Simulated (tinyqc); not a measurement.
Inside a calculation: bond-orbital model of a tetrahedral semiconductor (Harrison's universal couplings). Values are carried at full precision from step to step, so a last printed digit may differ when a step is redone from the rounded ones.

Hybrid level eh = (es + 3 ep)/4; metallic energy V1 = (ep - es)/4 for each atom; covalent energy V2 = 3.22 hbar^2/(m d^2); polar energy V3 = (ehc - eha)/2; hbar^2/m = 2c, c = hbar^2/2m0. Polarity ap = V3/sqrt(V2^2 + V3^2), covalency ac = V2/sqrt(V2^2 + V3^2). p-p coupling at Gamma Exx = (4/3)(2.22 - 2 x 0.63) hbar^2/(m d^2) = 1.28 hbar^2/(m d^2), s-s coupling Ess = 4 x 1.32 hbar^2/(m d^2).

Constants: hbar^2/2m0 = 3.80998211 eV angstrom^2.

Inputs chosen for the exercise (near tabulated values for AlAs; the model gives trends, and its gaps can be far from the real ones; not measured data): esc = -10.68 eV (s level, cation); epc = -5.73 eV (p level, cation); esa = -19.03 eV (s level, anion); epa = -8.94 eV (p level, anion); d = 2.45 angstrom (bond length); Z = 5 (valence electrons of the anion).

## The three energies

Form the hybrid levels, V1, V2 and V3.

hbar^2/(m d^2) = 1.2695 eV

hybrid levels (eV): cation -6.9675, anion -11.4625

V1 (eV): cation 1.2375, anion 2.5225

V2, V3 (eV): [4.0877, 2.2475]

## Bond and antibond

The 2 x 2 problem [[ehc, -V2], [-V2, eha]] gives (ehc + eha)/2 -/+ sqrt(V2^2 + V3^2); ap = V3/sqrt(V2^2 + V3^2), ac = V2/sqrt(V2^2 + V3^2); the bond has weight (1 + ap)/2 on the anion.

levels (eV): bond -13.8798, antibond -4.5502

ap = 0.4818
ac = 0.8763
weight on the anion = 0.7409

## Charges

With dZ = Z - 4: effective charge Z* = 4 ap - dZ (positive on the cation); transverse charge eT* = Z* + (8/3) ap ac^2.

Z* = 0.927 e
eT* = 1.914 e

Charge that flows along the bonds as they stretch adds 0.99 e to the static value.

## Metallicity and a gap from the bond picture

Neighbouring bonds couple through V1: averaged V1b = V1c (1 - ap)/2 + V1a (1 + ap)/2 for the bond band and V1x = V1c (1 + ap)/2 + V1a (1 - ap)/2 for the antibond band. The top of the bond band lies V1b above the bond level and the bottom of the antibond band 3 V1x below the antibond level, so the gap is 2 sqrt(V2^2 + V3^2) - V1b - 3 V1x; metallicity am = (V1b + 3 V1x)/(2 sqrt(V2^2 + V3^2)).

V1b, V1x (eV): [2.1896, 1.5704]

gap = 2.429 eV
am = 0.740

The gap closes where am reaches one. The model gives trends; its gap can miss the real one by a factor of two to five, most in ratio for narrow gaps and most in eV for first-row compounds.

## Band edges at Gamma

Ev is the lower root of [[epa, Exx], [Exx, epc]] and the s-like conduction level the upper root of [[esa, Ess], [Ess, esc]], with Exx = 1.28 u and Ess = 5.28 u, u = hbar^2/(m d^2).

Exx, Ess (eV): [1.6249, 6.7028]

Ev = -9.619 eV
s-like conduction level = -6.958 eV
E0 gap = 2.661 eV

Universal couplings give the trend of E0 from compound to compound, not its value; it can miss by several eV and by a factor of two or more, and spin-orbit coupling is left out.

## Checks

- Bond level from the formula against the 2 x 2 matrix: both -13.8798.

tinyqc: `OMP_NUM_THREADS=1 python tinyqc.py 1482419 1482420 out.jsonl`; about 0.01 s, one thread, shared Intel(R) Xeon(R) Processor @ 2.30GHz.
